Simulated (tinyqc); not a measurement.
Collinear exchange A + BC -> AB + C on a London-Eyring-Polanyi-Sato surface: saddle, string of images and rate: one step, computed by the program tinyqc.

x = r(AB), y = r(BC), r(AC) = x + y. V is counted from separated atoms, the barrier from A + BC, that is V + D(BC).

Question. Frequencies at the saddle. Wilson matrix G = [[1/m_A + 1/m_B, -1/m_B], [-1/m_B, 1/m_B + 1/m_C]]; eigenvalues lambda of G H give nu = 15.6333042 THz x sqrt(|lambda|), the negative one being imaginary. Reactant: nu_BC from k = 2 D beta^2 and 1/m_B + 1/m_C. Skew angle: cos = sqrt(m_A m_C/((m_A + m_B)(m_B + m_C))).

Inputs (values chosen for the exercise, bond data loosely for abstraction of hydrogen from a Ge-H bond by a hydrogen atom; the barrier is not fitted):
```
quantity   value        unit
D(BC)       3.64          eV
beta(BC)    1.45  1/angstrom
mass of A  1.008           u
mass of B  1.008           u
mass of C   72.6           u
```

Hessian (eV/angstrom^2):
```
           x         y
x  -2.225077  5.838127
y   5.838127  6.329162
```

Constants: nu for 1 eV/(angstrom^2 u) = 15.6333042 THz.

Give: imaginary frequency; real frequency at the saddle; nu_BC; skew angle.

Answer.

imaginary frequency = 57.006 THz

real frequency at the saddle = 29.926 THz

nu_BC = 61.341 THz

skew angle = 45.392 degrees
